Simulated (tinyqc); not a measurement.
Rise against time: self-heating of a transistor with one or more fingers, with temperature-dependent conductivity. Computed by tinyqc, a small Python program. Command: `OMP_NUM_THREADS=1 python tinyqc.py 3008554 3008555 out.jsonl selfheat walk`. One thread of a shared host (Intel(R) Xeon(R) Processor @ 2.30GHz), about 0.05 s of CPU time with the checks.

N long parallel fingers lie on the top face of a slab whose bottom is held at T_0; the top is otherwise insulated, and heat flows in two dimensions. P in W/mm is 1000 P in W/m.

Inputs (values chosen for the exercise, modelled on indium phosphide):
```
quantity                                      value           unit
conductivity at the base temperature kappa_0   65.4        W/(m K)
power per gate width P                         0.33           W/mm
fingers N                                         3              -
finger pitch s                                   42     micrometre
width of the heat source w                      0.6     micrometre
substrate thickness t                           310     micrometre
heat capacity C                                1.52  1e6 J/(m^3 K)
pulse length                                    150    microsecond
```

Power: fixed power.

Method:
- A line source of power P on the top face raises the top at distance x by (P/(pi kappa_0)) g(x), g(x) = -ln tanh(pi x/(4 t)) (the image sum for the slab). On a strip of width w the centre sees the mean of g over the strip, g_0 = 1 + ln(8 t/(pi w)) for w much below t.
- theta_i = (P/(pi kappa_0)) [g_0 + sum over j != i of g(|i - j| s)], with equal powers and constant conductivity; thermal resistance = largest theta/P.
- After switching on, theta(tau) = (P D/kappa_0) int_0^tau X(u) Z(u) du at the hottest finger, D = kappa_0/C; X = sum over fingers at distance x of [erf((x + w/2)/r) - erf((x - w/2)/r)]/(2 w), Z = sum_(j=-200..200) (-1)^j exp(-(2 j t/r)^2)/sqrt(pi D u), r = 2 sqrt(D u); trapezoid rule on 300 points evenly spaced in ln u from u_0 = 1e-3 min(tau, w^2/D) to tau, plus the exact piece 2 sqrt(u_0/(pi D))/w below u_0. Conductivity and power are held at their base values here, and Fourier's law is used even where the diffusion length is near a phonon free path.

diffusivity D = 43.0263 micrometre^2/microsecond

theta of each finger (K): 19.2555  20.3509  19.2555

largest theta = 20.3509 K

Heating curve:
```
time (microsecond)  sqrt(D time) (micrometre)  rise (K)  share of the steady rise
0.0022                                0.30767    2.3579                    0.1159
0.022                                 0.97292    4.1519                     0.204
0.22                                   3.0767    5.9954                    0.2946
2.2                                    9.7292    7.8467                    0.3856
22                                     30.767    10.662                    0.5239
110                                    68.796    14.017                    0.6887
450                                    139.15    17.295                    0.8498
1300                                   236.50    19.485                    0.9575
3400                                   382.48    20.292                    0.9971
```

Half the steady rise is reached between 2.2 and 22 microseconds, and the last row holds 99.7 % of it; the slowest time constant is 4 t^2/(pi^2 D) = 905 microseconds. While the diffusion length lies between w and the pitch or thickness, the rise grows as the logarithm of time; once it nears the pitch of 42 micrometre the neighbours add their heat.

Extremes, crossings and ranges named in words are read from the listed rows.
